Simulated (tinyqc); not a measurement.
# Front-illuminated p-i-n photodiode, quantum efficiency and bandwidth: effects of single changes

Light enters through a p layer (0 to xp), a depleted layer (xp to xp + wi) and a thick n substrate, decaying as exp(-al x); one pass, no back reflection. Carriers made in the depleted layer are all collected; those in the neutral layers diffuse.

Inputs (values chosen for the exercise); values close to those of 4H silicon carbide at this wavelength: wavelength lam = 280 nm; absorption coefficient al = 15700 1/cm; reflectance of the front face Rf = 0.05; relative permittivity eps_r = 9.41; thickness of the front p layer xp = 0.57 um; thickness of the depleted layer wi = 0.93 um; electron diffusion coefficient in the p layer Dn = 3 cm^2/s; electron diffusion length in the p layer Ln = 13 um; recombination velocity of the front surface S = 4e6 cm/s; hole diffusion length in the thick n substrate Lp = 0.92 um; electron drift velocity ve = 1.94e7 cm/s; hole drift velocity vh = 1.36e7 cm/s; diameter dia = 17 um; load resistance RL = 50 ohm; parasitic capacitance Cp = 40 fF.

Constants: q = 1.602176634e-19 C, h = 6.62607015e-34 J s, c = 299792458 m/s, eps0 = 8.8541878128e-14 F/cm where lengths are in cm. Results are converted to the units shown.

Each table varies one quantity; the others keep the values above.

## Efficiency and bandwidth against the thickness of the depleted layer

k = al Ln, s = S Ln/Dn, e = exp(-al xp); front layer f1 = (k/(k^2 - 1)) {[s + k - e (s cosh(xp/Ln) + sinh(xp/Ln))]/[s sinh(xp/Ln) + cosh(xp/Ln)] - k e}; depleted layer f2 = e (1 - exp(-al wi)); substrate f3 = e exp(-al wi) al Lp/(1 + al Lp); external efficiency (1 - Rf)(f1 + f2 + f3); responsivity = efficiency q lam/(h c). Drift response for pairs made in the depleted layer, a = al wi, g = 1 - exp(-a), u = 2 pi i f, te = wi/ve, th = wi/vh: electrons He = [g - a (exp(-a) - exp(-u te))/(u te - a)]/(u te g), holes Hh = [g - a (1 - exp(-a - u th))/(a + u th)]/(u th g); C = eps0 eps_r pi (dia/2)^2/wi + Cp; total |He + Hh|/sqrt(1 + (2 pi f RL C)^2), for the current of the depleted layer alone. Limits are the frequencies at which each factor falls to 1/sqrt(2); inverse-square sum (f_transit^-2 + f_RC^-2)^(-1/2); the diffusion currents f1 and f3 are left out of the bandwidth.

Efficiency and bandwidth against the thickness of the depleted layer:
```
wi (um)	f2	f1 + f3	responsivity (A/W)	transit limit (GHz)	RC limit (GHz)	3 dB bandwidth (GHz)	inverse-square sum (GHz)	bandwidth x (1 - Rf) f2 (GHz)
0.12	0.07017	0.4565	0.1130	727.4	16.11	16.10	16.11	1.074
0.2	0.1101	0.4329	0.1165	439.9	23.66	23.61	23.62	2.470
0.33	0.1652	0.4003	0.1213	269.9	32.71	32.38	32.47	5.083
0.55	0.2363	0.3583	0.1276	165.1	42.79	40.96	41.42	9.196
0.93	0.3138	0.3126	0.1344	100.2	52.76	45.28	46.69	13.50
1.6	0.3755	0.2761	0.1398	59.85	61.43	41.10	42.87	14.66
2.6	0.4018	0.2606	0.1421	36.98	67.33	31.47	32.41	12.01
4.4	0.4082	0.2568	0.1427	21.19	71.86	20.07	20.32	7.785
7.4	0.4086	0.2565	0.1427	12.10	74.80	11.90	11.95	4.619
```

As wi goes from 0.12 to 7.4, the responsivity rises from 0.113 to 0.143 A/W and the bandwidth goes from 16.1 through a maximum of 45.3 (at wi = 0.93 among the rows listed) to 11.9 GHz. The RC limit is the lower one for wi = 0.12, 0.2, 0.33, 0.55, 0.93, the transit limit elsewhere. Adding inverse squares of the two limits is within 4.3 % of the full result. The product of bandwidth and fast efficiency goes from 1.07 through a maximum of 14.7 (at wi = 1.6 among the rows listed) to 4.62 GHz. In every row the diffusion currents exceed 0.3 of the drift current; their own response times, left out, may then shape the whole response.

## Efficiency and bandwidth against the absorption coefficient

Same model as above.

lam is held fixed while al varies.

The same in every row: RC limit (GHz) = 52.76.

Efficiency and bandwidth against the absorption coefficient:
```
al (1/cm)	f2	f1 + f3	responsivity (A/W)	transit limit (GHz)	3 dB bandwidth (GHz)	inverse-square sum (GHz)	bandwidth x (1 - Rf) f2 (GHz)
30	0.002781	0.003605	0.001370	92.73	44.32	45.86	0.1171
90	0.008292	0.01069	0.004073	92.77	44.32	45.86	0.3492
300	0.02705	0.03424	0.01315	92.89	44.34	45.87	1.139
900	0.07628	0.09192	0.03609	93.23	44.38	45.91	3.216
3000	0.2052	0.2153	0.09022	94.40	44.53	46.05	8.681
9000	0.3395	0.3038	0.1380	97.48	44.93	46.40	14.49
30000	0.1698	0.3130	0.1036	103.3	45.72	46.99	7.373
90000	0.005915	0.1983	0.04381	98.67	45.39	46.52	0.2551
3e5	3.746e-8	0.07068	0.01516	93.22	44.76	45.91	1.593e-6
```

What does the table show?

As al goes from 30 to 3e5, the responsivity goes from 0.00137 through a maximum of 0.138 (at al = 9000 among the rows listed) to 0.0152 A/W and the bandwidth goes from 44.3 through a maximum of 45.7 (at al = 30000 among the rows listed) to 44.8 GHz. The RC limit is the lower one in every row. Adding inverse squares of the two limits is within 3.5 % of the full result. Strong absorption puts the pairs into the front layer, where they must diffuse against surface loss; weak absorption lets light pass beyond a diffusion length of the junction. In every row the diffusion currents exceed 0.3 of the drift current; their own response times, left out, may then shape the whole response.

Numbers from tinyqc (`OMP_NUM_THREADS=1 python tinyqc.py 2250132 2250133 out.jsonl`; about 0.01 s on one thread of a shared Intel Xeon 2.30GHz).
